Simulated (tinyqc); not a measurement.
Channel mobility from two channel lengths.

Inverse problem. Two power MOSFETs differ only in channel length: R_on = R_rest + Lc (Wp + a)/(2 mch Cox Vov), Cox = 3.9 eps0/tox. Find mch and R_rest.

Parameters, values chosen for the exercise: gate oxide thickness (eps_r 3.9) tox = 94 nm; gate overdrive Vov = 8 V; width of the p body in one cell, channels included Wp = 6.8 um; gap between neighbouring p bodies a = 4.9 um.

Constants: eps0 = 8.8541878128e-14 F/cm where lengths are in cm. Results are converted to the units shown.

R_on at Lc = 0.7 and 1.9 um (mohm cm^2): [3.8364632, 9.1446858]

Solution. R_on is a straight line in Lc; its slope gives mch and its intercept the rest.

mch = 45.0 cm^2/(V s)
R_rest = 0.740 mohm cm^2

Computed by the program tinyqc: `OMP_NUM_THREADS=1 python tinyqc.py 2230108 2230109 out.jsonl`, one thread of a shared Intel Xeon 2.30GHz, about 0.01 s for the whole run.
